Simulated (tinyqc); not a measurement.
# Inverter chain driving a load

N inverters, each f = Hc^(1/N) times larger than the one before: delay tau N (f + pp). Switched capacitance in units of the first input, with output capacitance pp times the input: Hc + (1 + pp)(Hc - 1)/(f - 1).

Parameters, values chosen for the exercise: load over the input capacitance of the chain Hc = 65; parasitic delay of an inverter pp = 1.5; delay unit tau = 2.2 ps.

Inverter chain driving a load:
```
N      f  delay (ps)  switched capacitance
1  65.00       146.3                 67.50
2  8.062       42.07                 87.66
3  4.021       36.44                 118.0
4  2.839       38.19                 152.0
5  2.305       41.85                 187.6
6  2.005       46.27                 224.2
7  1.815       51.06                 261.2
```

What does the comparison show?

The delay goes from 146 through a minimum of 36.4 (at N = 3 among the rows listed) to 51.1 ps. The best stage effort solves pp + rho (1 - ln rho) = 0, rho = 3.97, which gives N = ln Hc/ln rho = 3.03. One stage fewer than the best costs 15 % in delay and saves 26 % of the switched capacitance.

Program tinyqc, `OMP_NUM_THREADS=1 python tinyqc.py 2082023 2082024 out.jsonl`; Intel Xeon 2.30GHz, shared host, one thread, about 0.01 s.
